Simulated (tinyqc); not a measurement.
Charge neutrality of a doped semiconductor with incomplete ionisation: one step, computed by the program tinyqc. Command: `OMP_NUM_THREADS=1 python tinyqc.py 3005776 3005777 out.jsonl dopant walk`. One thread of a shared host (Intel(R) Xeon(R) Processor @ 2.30GHz), about 0.02 s of CPU time with the checks.

Energies are counted from the top of the valence band; E_D is measured down from the conduction band and E_A up from the valence band.

Problem. The closed form for the extrinsic range. With Boltzmann statistics, no holes and every acceptor ionised, n (n + N_A) = n1 (N_D - N_A - n) with n1 = (N_c/g_D) exp(-E_D/k_B T). Take the positive root.

Inputs (values chosen for the exercise, modelled on germanium):
```
quantity,value,unit
donor density N_D,2.3e+16,cm^-3
acceptor density N_A,5e+14,cm^-3
donor depth E_D,0.0117,eV
donor degeneracy g_D,2,-
temperature T,450,K
```

Doping: n-type, compensated. Statistics of the bands: Boltzmann.

N_c = 1.981215e+19 cm^-3

k_B T = 0.03877800 eV

Give: n1; n from the quadratic.

Solution.

n1 = 7.3260e+18 cm^-3

n from the quadratic = 2.2430e+16 cm^-3
